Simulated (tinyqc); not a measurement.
Direct against trap-assisted paths: tunnelling through a thin dielectric with one trap, as a tight-binding chain.

Hopping -t everywhere, t = c/(m a^2), c = hbar^2/2m0; lead sites at 2t (band bottom 0), barrier sites 1 to N at 2t + phi, and site j has U besides. No voltage. Leads give S = -t exp(ika) on sites 1 and N, cos(ka) = 1 - E/(2t). T = (2 t sin(ka))^2 |G_1N|^2, G = (E - H - S)^-1. In the barrier cosh(q a) = 1 + (phi - E)/(2t).

Resonance: the lowest eigenvalue of H + S(E), iterated until its real part equals E (40 rounds from Eb = phi + 2t - sqrt(4t^2 + U^2), the level in an endless barrier). With v the normalised squared amplitudes of that state, Gamma_L = 2 t sin(ka) v_1, Gamma_R = 2 t sin(ka) v_N; Breit-Wigner T = Gamma_L Gamma_R/((E - Er)^2 + (Gamma_L + Gamma_R)^2/4).

Constants: hbar^2/2m0 = 3.80998211 eV angstrom^2.

Inputs chosen for the exercise (barrier and mass of the size used for SiO2 on silicon; shifted at random, so the results belong to these values and not to a real crystal): a = 3 angstrom (site spacing); m = 0.47 m0 (mass, the same in leads and barrier); phi = 3.11 eV (conduction edge of the barrier above that of the leads); U = -4 eV (extra energy on the trap site).

N odd, the trap in the middle, j = (N + 1)/2. Direct T is that without trap at the energy Er; area = 2 pi Gamma_L Gamma_R/(Gamma_L + Gamma_R). The exponents are the slopes of the logarithms between the last two rows, per angstrom.

Against thickness:
```
N   N a (angstrom)  Er (eV)  direct T  area (meV)
5             15.0   0.5231  6.85e-07        9.47
7             21.0   0.5244  1.46e-09       0.438
9             27.0   0.5245  3.12e-12      0.0202
11            33.0   0.5245  6.63e-15    0.000933
13            39.0   0.5245  1.41e-17    4.31e-05
15            45.0   0.5245  3.00e-20    1.99e-06
17            51.0   0.5245  6.39e-23    9.16e-08
```

exponents (1/angstrom): direct 1.0254, through the trap 0.5127

The direct path falls as exp(-1.025 d) and the path through a central trap as exp(-0.513 d), 2.00 times more slowly, since each step crosses half the layer. From 5 to 17 sites the first loses 16.0 decades and the second 8.0: in thicker layers even few traps rule the leakage. Inelastic capture with phonons is left out.

Program tinyqc; command `OMP_NUM_THREADS=1 python tinyqc.py 1480407 1480408 out.jsonl`; about 0.04 s on one thread of a shared Intel(R) Xeon(R) Processor @ 2.30GHz.
